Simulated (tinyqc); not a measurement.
Inductance and parasitic capacitance from two readings.

Problem. A loss-free coil L in parallel with C shows the apparent inductance L/(1 - w^2 L C), w = 2 pi f. Find L, C and the self-resonance 1/(2 pi sqrt(L C)).

apparent inductance at 3.4 and 5.6 GHz (nH): 2.5314227  4.6457592

Solution. The inverse of the reading is 1/L - w^2 C, a straight line in w^2.

L = 2.000 nH
C = 230.0 fF
self-resonance = 7.421 GHz

Program tinyqc, `OMP_NUM_THREADS=1 python tinyqc.py 2302002 2302003 out.jsonl`; Intel Xeon 2.30GHz, shared host, one thread, about 0.01 s.
